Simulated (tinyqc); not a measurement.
Worked calculation: RHF in the sto-3g basis, for BeH2, spin multiplicity 1. One step of it, computed by the program tinyqc.

Task: Iteration 1: building the Fock matrix. J_ij = sum D_kl (ij|kl), K_ij = sum D_kl (ik|jl); F = H + J - 0.5 K; E = tr D H + tr D J / 2 - 0.25 tr D K + E_nn.

D at the start, lower triangle:
```
            1Be 1s    1Be 2s   1Be 2px    1Be 2py   1Be 2pz     2H 1s     3H 1s
1Be 1s    2.047498
1Be 2s   -0.212371  0.972789
1Be 2px   0.000000  0.000000  0.000000
1Be 2py   0.000000  0.000000  0.000000   0.999831
1Be 2pz   0.000000  0.000000  0.000000   0.000000  0.000000
2H 1s    -0.192975  0.504518  0.000000   0.428528  0.000000  0.448754
3H 1s    -0.192975  0.504518  0.000000  -0.428528  0.000000  0.081420  0.448754
```

core Hamiltonian H = T + V (hartree), lower triangle:
```
            1Be 1s     1Be 2s    1Be 2px    1Be 2py    1Be 2pz      2H 1s      3H 1s
1Be 1s   -8.448950
1Be 2s   -2.083254  -2.674843
1Be 2px   0.000000   0.000000  -2.161085
1Be 2py   0.000000   0.000000   0.000000  -2.297301
1Be 2pz   0.000000   0.000000   0.000000   0.000000  -2.161085
2H 1s    -0.197258  -0.694132   0.000000  -0.824466   0.000000  -1.774612
3H 1s    -0.197258  -0.694132   0.000000   0.824466   0.000000  -0.016050  -1.774612
```

Two-electron integrals (ij|kl) in chemists' order, unique and non-zero (hartree):
```
(11|11) 2.298831    (21|11) 0.392036    (21|21) 0.079539    (22|11) 0.570988
(22|21) 0.143041    (22|22) 0.417683    (31|31) 0.014607    (32|31) 0.021888
(32|32) 0.092265    (33|11) 0.569578    (33|21) 0.143083    (33|22) 0.417589
(33|33) 0.449859    (41|41) 0.014607    (42|41) 0.021888    (42|42) 0.092265
(43|43) 0.024249    (44|11) 0.569578    (44|21) 0.143083    (44|22) 0.417589
(44|33) 0.401360    (44|44) 0.449859    (51|51) 0.014607    (52|51) 0.021888
(52|52) 0.092265    (53|53) 0.024249    (54|54) 0.024249    (55|11) 0.569578
(55|21) 0.143083    (55|22) 0.417589    (55|33) 0.401360    (55|44) 0.401360
(55|55) 0.449859    (61|11) 0.036059    (61|21) 0.007313    (61|22) 0.013277
(61|33) 0.013192    (61|41) 0.000659    (61|42) 0.001243    (61|44) 0.013454
(61|55) 0.013192    (61|61) 0.000706    (62|11) 0.116765    (62|21) 0.029836
(62|22) 0.099083    (62|33) 0.095015    (62|41) 0.003819    (62|42) 0.026248
(62|44) 0.107120    (62|55) 0.095015    (62|61) 0.003038    (62|62) 0.040145
(63|31) 0.002309    (63|32) 0.011739    (63|43) 0.004189    (63|63) 0.002999
(64|11) 0.137480    (64|21) 0.035466    (64|22) 0.122796    (64|33) 0.115719
(64|41) 0.006017    (64|42) 0.040201    (64|44) 0.136817    (64|55) 0.115719
(64|61) 0.003720    (64|62) 0.055638    (64|64) 0.078498    (65|51) 0.002309
(65|52) 0.011739    (65|54) 0.004189    (65|65) 0.002999    (66|11) 0.290574
(66|21) 0.075354    (66|22) 0.281184    (66|33) 0.262558    (66|41) 0.009612
(66|42) 0.089568    (66|44) 0.318050    (66|55) 0.262558    (66|61) 0.007730
(66|62) 0.154383    (66|64) 0.224106    (66|66) 0.774606    (71|11) 0.036059
(71|21) 0.007313    (71|22) 0.013277    (71|33) 0.013192    (71|41) -0.000659
(71|42) -0.001243   (71|44) 0.013454    (71|55) 0.013192    (71|61) 0.000643
(71|62) 0.002562    (71|64) 0.002975    (71|66) 0.006480    (71|71) 0.000706
(72|11) 0.116765    (72|21) 0.029836    (72|22) 0.099083    (72|33) 0.095015
(72|41) -0.003819   (72|42) -0.026248   (72|44) 0.107120    (72|55) 0.095015
(72|61) 0.002562    (72|62) 0.017956    (72|64) 0.021096    (72|66) 0.050232
(72|71) 0.003038    (72|72) 0.040145    (73|31) 0.002309    (73|32) 0.011739
(73|43) -0.004189   (73|63) 0.000930    (73|73) 0.002999    (74|11) -0.137480
(74|21) -0.035466   (74|22) -0.122796   (74|33) -0.115719   (74|41) 0.006017
(74|42) 0.040201    (74|44) -0.136817   (74|55) -0.115719   (74|61) -0.002975
(74|62) -0.021096   (74|64) -0.024557   (74|66) -0.059538   (74|71) -0.003720
(74|72) -0.055638   (74|74) 0.078498    (75|51) 0.002309    (75|52) 0.011739
(75|54) -0.004189   (75|65) 0.000930    (75|75) 0.002999    (76|11) 0.002675
(76|21) 0.000662    (76|22) 0.001876    (76|33) 0.001859    (76|44) 0.001908
(76|55) 0.001859    (76|61) 0.000061    (76|62) 0.000452    (76|64) 0.000564
(76|66) 0.001297    (76|71) 0.000061    (76|72) 0.000452    (76|74) -0.000564
(76|76) 0.000008    (77|11) 0.290574    (77|21) 0.075354    (77|22) 0.281184
(77|33) 0.262558    (77|41) -0.009612   (77|42) -0.089568   (77|44) 0.318050
(77|55) 0.262558    (77|61) 0.006480    (77|62) 0.050232    (77|64) 0.059538
(77|66) 0.145458    (77|71) 0.007730    (77|72) 0.154383    (77|74) -0.224106
(77|76) 0.001297    (77|77) 0.774606
```

nuclear repulsion = 2.47279071 hartree

Give: Coulomb J; exchange K; Fock matrix F; total energy of this density.

Result:

Coulomb J (hartree), lower triangle:
```
         1Be 1s  1Be 2s  1Be 2px  1Be 2py  1Be 2pz  2H 1s  3H 1s
1Be 1s    6.370
1Be 2s    1.234   2.585
1Be 2px   0.000   0.000    2.529
1Be 2py   0.000   0.000    0.000    2.688
1Be 2pz   0.000   0.000    0.000    0.000    2.529
2H 1s     0.114   0.644    0.000    0.813    0.000  2.012
3H 1s     0.114   0.644    0.000   -0.813    0.000  0.012  2.012
```

exchange K (hartree), lower triangle:
```
         1Be 1s  1Be 2s  1Be 2px  1Be 2py  1Be 2pz  2H 1s  3H 1s
1Be 1s    4.621
1Be 2s    0.829   0.862
1Be 2px   0.000   0.000    0.167
1Be 2py   0.000   0.000    0.000    0.938
1Be 2pz   0.000   0.000    0.000    0.000    0.167
2H 1s     0.075   0.426    0.000    0.498    0.000  0.810
3H 1s     0.075   0.426    0.000   -0.498    0.000  0.004  0.810
```

Fock matrix F (hartree), lower triangle:
```
         1Be 1s  1Be 2s  1Be 2px  1Be 2py  1Be 2pz   2H 1s   3H 1s
1Be 1s   -4.390
1Be 2s   -1.263  -0.521
1Be 2px   0.000   0.000    0.284
1Be 2py   0.000   0.000    0.000   -0.079
1Be 2pz   0.000   0.000    0.000    0.000    0.284
2H 1s    -0.121  -0.263    0.000   -0.260    0.000  -0.168
3H 1s    -0.121  -0.263    0.000    0.260    0.000  -0.006  -0.168
```

total energy of this density = -15.34831 hartree
